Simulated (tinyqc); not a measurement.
Zener tunnelling in a reverse-biased junction, two-band WKB: one step of the calculation.

Abrupt p-n junction, depletion approximation. Energies E are counted from the conduction-band edge of the neutral n side; its Fermi level lies at dn, that of the p side at dn - V, and the valence-band edge of the neutral p side at Em = dn + dp - V. Tunnelling needs 0 < E < Em. Two-band dispersion with equal masses m: inside the gap kappa = sqrt(m u (1 - u/Eg)/C), u the distance from a band edge, C = hbar^2/(2 m0).

Problem. Width, field and exponent. W = sqrt(2 eps0 eps_r (Vbi - V)(1/Na + 1/Nd)/q), mean field F = (Vbi - V)/W, peak field 2 F. In a uniform field F the exponent is S = pi sqrt(m/C) Eg^1.5/(4 F). Transverse energy Et = C kt^2/m raises it to S (1 + 4 Et/Eg), so T = exp(-S) exp(-Et/Eb) with Eb = Eg/(4 S). KJ = (2 q^2/h) m/(4 pi C) (times 1e14 for A/cm^2 per eV^2).

Inputs (values chosen for the exercise); band and dielectric values those of a made-up semiconductor:
- Eg = 0.398 eV (band gap)
- eps_r = 19.1 (relative permittivity)
- m = 0.033 m0 (band-edge mass of the two-band model)
- Na = 1.6e19 cm^-3 (acceptor density)
- Nd = 4.7e17 cm^-3 (donor density)
- V = -2.2 V (bias of the p side)

Constants: q = 1.602176634e-19 C, hbar = 1.054571817e-34 J s, m0 = 9.1093837015e-31 kg, eps0 = 8.8541878128e-14 F/cm where lengths are in cm, hbar^2/(2 m0) = 0.0380998212 eV nm^2. Results are converted to the units shown.

Vbi = 0.52534387 V

Give: W; mean field; S; exp(-S); Eb; tunnelling length Eg/F.

Solution.

W = 112.3 nm
mean field = 0.2428 MV/cm
S = 7.559
exp(-S) = 5.212e-4
Eb = 13.16 meV
tunnelling length Eg/F = 16.39 nm

Range of the model: Parabolic densities of states, no band tails and no gap narrowing, all of which matter at such doping.

Program tinyqc, `OMP_NUM_THREADS=1 python tinyqc.py 2620057 2620058 out.jsonl`; Intel Xeon 2.30GHz, shared host, one thread, about 0.02 s.
